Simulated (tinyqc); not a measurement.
n-type polysilicon, carrier trapping at grain boundaries: two steps of the calculation.

One-dimensional grains of size Lg, uniform ionised doping N, monovalent traps Qt at each boundary at a depth Et below (for electrons) or above (for holes) the band edge there, abrupt depletion of width W on each side of a boundary, Boltzmann statistics. xi is the distance from the band edge at the grain centre to the Fermi level. Trapped charge Qt/(1 + exp((xi + VB - Et)/Vt)) = 2 N W, barrier VB = q N W^2/(2 eps0 eps_r).

Inputs (values chosen for the exercise); values of the order met in polycrystalline silicon:
```
symbol,value,unit,meaning
T,300,K,temperature
eps_r,11.7,,relative permittivity
NB,2.8e19,cm^-3,conduction-band density of states at T
Lg,37,nm,grain size
Qt,1.7e12,cm^-2,trap density of a grain boundary
Et,0.31,eV,depth of the trap level from the majority band edge at the boundary
ms,0.31,m0,mass for thermionic emission
fe,0.12,,correction factor of the emission rate
mug,240,cm^2/(V s),mobility inside the grains
N,1.1e17,cm^-3,doping
```

Constants: q = 1.602176634e-19 C, kB = 1.380649e-23 J/K, m0 = 9.1093837015e-31 kg, Vt = kB T/q, eps0 = 8.8541878128e-14 F/cm where lengths are in cm. Results are converted to the units shown.

Question 1. Depletion width, Fermi level and barrier. If the trap equation with xi = Vt ln(NB/N) has a root W < Lg/2, the grain is partly depleted; otherwise W = Lg/2 and the trap equation gives xi = Et - VB + Vt ln(Qt/(N Lg) - 1). N* = Qt/Lg.

Find: N*; W; xi; VB; share of traps filled.

Answer 1.

N* = 4.5946e17 cm^-3
W = 18.500 nm
xi = 0.31077 V
VB = 0.029113 V
share of traps filled = 0.23941

N is 0.239 N*, and the grain is fully depleted; VB = 1.13 Vt.

Question 2. Resistivity and effective mobility. n0 = NB exp(-xi/Vt); mean density n0 (1 - 2 W/Lg) by charge balance in a partly depleted grain, and n0 (sqrt(pi)/2) erf(u)/u with u = sqrt(VB/Vt) in a fully depleted one; v = sqrt(kB T/(2 pi ms m0)); barrier resistivity Vt exp(VB/Vt)/(q fe n0 v Lg); grain resistivity (1 - 2 W/Lg)/(q n0 mug); effective mobility 1/(q mean density total resistivity).

W = 18.5 nm
xi = 0.31076985 V
VB = 0.029112664 V

Find: n0; mean density; v; barrier resistivity; grain resistivity; resistivity; effective mobility.

Answer 2.

n0 = 1.684e14 cm^-3
mean density = 1.219e14 cm^-3
v = 4.832e6 cm/s
barrier resistivity = 1377 ohm cm
grain resistivity = 0.000 ohm cm
resistivity = 1377 ohm cm
effective mobility = 37.18 cm^2/(V s)

The resistivity is 5820 times that of a single crystal with the same N and mobility mug, and the mean density is 0.111 % of N.

Computed by the program tinyqc: `OMP_NUM_THREADS=1 python tinyqc.py 2830225 2830226 out.jsonl`, one thread of a shared Intel Xeon 2.30GHz, about 0.01 s for the whole run.
